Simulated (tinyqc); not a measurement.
Hall factor, magnetoresistance and optical conductivity for a power-law relaxation time. Changing the reduced Fermi level eta. Computed by tinyqc, a small Python program. Command: `OMP_NUM_THREADS=1 python tinyqc.py 3025311 3025312 out.jsonl magneto sweep`. One thread of a shared host (Intel(R) Xeon(R) Processor @ 2.30GHz), about 0.01 s of CPU time with the checks.

One spherical parabolic band, tau(E) = tau_0 x^s with x = E/(k_B T). Landau quantisation is left out.

Inputs (values chosen for the exercise, with a mass close to that of holes in silicon):
```
quantity          value  unit
effective mass m   0.39   m_0
exponent s         -0.5     -
tau_0                55    fs
temperature T       200     K
```

Constants: m_0 = 9.1093837015e-31 kg; k_B = 1.380649e-23 J/K; hbar = 1.054571817e-34 J s; e = 1.602176634e-19 C.

Method:
- <y> = int y x^(3/2) f (1 - f) dx / int x^(3/2) f (1 - f) dx, f = 1/(1 + exp(x - eta)).
- Integrals over x = E/(k_B T) use 160 Gauss-Legendre points in u = sqrt(x) from 0 to sqrt(max(eta, 0) + 45).
- n = (2 m k_B T)^(3/2)/(3 pi^2 hbar^3) int x^(3/2) f (1 - f) dx; moments in units of tau_0.
- mu = e <tau>/m; weak field r_H = <tau^2>/<tau>^2 and MR = c (mu B)^2, c = <tau^3>/<tau>^3 - r_H^2; strong field r_H = 1 and MR = <tau> <1/tau> - 1.

One run for each value:
```
reduced Fermi level eta  weak-field Hall factor  saturation MR (%)  drift mobility mu (cm^2/(V s))  density n (1/cm^3)
-6                                       1.1779             13.165                          186.52          8.2392e+15
-3                                       1.1747             12.943                          185.27          1.6279e+17
-1                                       1.1571             11.740                          178.32          1.0905e+18
0                                        1.1349             10.208                          169.03          2.5455e+18
1                                        1.1054              8.139                          155.52          5.2419e+18
2                                        1.0768              6.086                          140.54          9.3941e+18
4                                        1.0386              3.250                          115.14          2.1663e+19
8                                        1.0123              1.142                           86.01          5.7737e+19
15                                       1.0036              0.354                           63.69          1.4619e+20
25                                       1.0013              0.130                           49.51          3.1345e+20
```

Over the rows, weak-field Hall factor falls from 1.18 to 1.00; saturation MR (%) falls from 13.2 to 0.130; drift mobility mu (cm^2/(V s)) falls from 187 to 49.5. In the degenerate limit r_H - 1 tends to (pi^2/3) s^2/eta^2, which is 0.00132 for the last row against 0.00131.
